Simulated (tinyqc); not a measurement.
# Double-gate transistor below threshold, two-dimensional Poisson equation on a small mesh: what changes with what

Half of a symmetric double-gate structure: row 0 is the mid-plane of the body, where the normal field vanishes. Mobile charge is neglected (subthreshold), the body is fully depleted, and potentials are counted from the intrinsic level; rows run upward to the gate, columns from source to drain.

Inputs (values chosen for the exercise); semiconductor permittivity close to that of silicon:
- T = 300 K (temperature)
- eps_r = 11.9 (relative permittivity of the semiconductor)
- eox = 3.9 (relative permittivity of the insulator)
- tb = 8 nm (half the body thickness)
- tox = 1.9 nm (insulator thickness)
- L = 56 nm (channel length)
- Na = 0 cm^-3 (acceptor density of the depleted body)
- Vbi = 0.58 V (potential of the source)
- Vfb = -0.02 V (gate offset)
- Vg = 0 V (gate voltage)
- Vd = 1 V (drain voltage)

Constants: q = 1.602176634e-19 C, kB = 1.380649e-23 J/K, Vt = kB T/q, eps0 = 8.8541878128e-14 F/cm where lengths are in cm. Results are converted to the units shown.

Each table varies one quantity; the others keep the values above.

## Effect of the drain voltage

Mesh: rows i = 0..12 in the semiconductor (step hs = tb/12, row 12 on the interface), then 8 step(s) ho = tox/8 up to the gate row 20; columns j = 0..80 (step hy = L/80). Box integration, divided by eps0: up_i = eps hy/h of the interval above row i, dn_i = that of the interval below (0 for row 0), lat_i = (sum of eps h/2 over the intervals above and below)/hy, s_i = -q Na w_i hy/eps0 with w_i the semiconductor height of the box (hs/2 for row 0 and the interface row, hs between, 0 in the insulator). Each free node obeys (up + dn + 2 lat) psi = up psi(above) + dn psi(below) + lat [psi(left) + psi(right)] + s. Fixed values: gate row Vg - Vfb; column 0 at Vbi and the last column at Vbi + Vd in the semiconductor, each running linearly to Vg - Vfb across the insulator. The system is solved directly. On row 0 the minimum of psi and its place come from a parabola through the three lowest nodes; barrier = Vbi - minimum, swing = Vt ln 10/(d psi/dVg), DIBL = (d psi/dVd)/(d psi/dVg) there. Lambda = pi/k with k the smallest positive root of tan(k tox) tan(k tb) = eox/eps_r.

Effect of the drain voltage:
```
Vd (V)  L/Lambda  barrier (V)  place y/L  swing (mV/decade)  DIBL (mV/V)
0.05       2.131       0.5127     0.4936              64.78        42.21
0.25       2.131       0.5055     0.4724              64.87        36.65
0.45       2.131       0.4991     0.4558              65.02        32.87
0.65       2.131       0.4934     0.4423              65.21        30.10
0.85       2.131       0.4881     0.4308              65.40        27.94
1.05       2.131       0.4832     0.4209              65.60        26.21
```

Read the table: what changes, and by how much?

As Vd goes from 0.05 to 1.05 V, the barrier falls from 0.513 to 0.483 V, the swing rises from 64.8 to 65.6 mV a decade and DIBL falls from 42.2 to 26.2 mV/V; the ideal swing is 59.5. The barrier top moves from y/L = 0.494 to 0.421, towards the source.

## Choice of the relaxation factor

Mesh: rows i = 0..3 in the semiconductor (step hs = tb/3, row 3 on the interface), then 1 step(s) ho = tox/1 up to the gate row 4; columns j = 0..6 (step hy = L/6). Sweeps go row by row from row 0, left to right, psi(new) = psi + omega (t - psi) with t the value that solves the node equation for the newest neighbours; free nodes start at zero; stop when the largest change is below 1e-7 V.

Choice of the relaxation factor:
```
omega  sweeps
1         113
1.1        93
1.2        76
1.3        61
1.4        46
1.5        29
1.6        32
1.7        45
1.8        71
1.9       145
```

Read the table: what changes, and by how much?

Gauss-Seidel (omega = 1) takes 113 sweeps; the fewest, 29, are at omega = 1.5, and omega = 1.9 takes 145. The Jacobi matrix of this mesh has spectral radius rho = 0.9439, so theory puts the best factor at 2/(1 + sqrt(1 - rho^2)) = 1.50.

## Refining the mesh

The mesh has 2 c steps in the semiconductor (rows from 0 up to the interface), c steps in the insulator and 8 c along the channel, each uniform. The system is solved directly; psi is read on row 0 at mid-channel.

Refining the mesh:
```
c   unknowns  psi at mid-channel (V)  d psi/dVg
1         21                 0.11484    0.91053
2         90                 0.10805    0.91694
3        207                 0.10677    0.91814
4        372                 0.10632    0.91857
6        846                 0.10600    0.91887
8       1512                 0.10588    0.91898
12      3420                 0.10580    0.91905
```

psi at mid-channel goes from 0.1148 V on the coarsest mesh to 0.1058 V on the finest, a difference of 9.0 mV. d psi/dVg changes by 0.0064 from c = 1 to 2, by 0.0016 from 2 to 4 and by 4.1e-4 from 4 to 8, a ratio of 4.0 between the last two, near the 4 of a second-order scheme.

tinyqc, about 0.2 s, one thread, Intel Xeon 2.30GHz (shared host): `OMP_NUM_THREADS=1 python tinyqc.py 2480140 2480141 out.jsonl`
